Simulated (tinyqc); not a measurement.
From results to parameters: diatomic chain. Computed by the program tinyqc.

Problem. A chain of two alternating masses has one spring constant k; at the zone edge omega^2 = 2k/M and 2k/m, and wavenumber = 521.4708 sqrt(omega^2) with omega^2 in eV/(angstrom^2 u). Find k, the heavier mass and the optical wavenumber at q = 0.

wavenumbers at the zone edge (cm^-1): 303.405228  761.170948
lighter mass = 24.500000 u

Solution. The upper value gives k = m omega^2/2, the ratio of the squares gives M/m, and at q = 0 omega^2 = 2k (1/m + 1/M), the sum of the two.

k = 26.1000 eV/angstrom^2
heavier mass = 154.200 u
optical wavenumber at q = 0 = 819.412 cm^-1
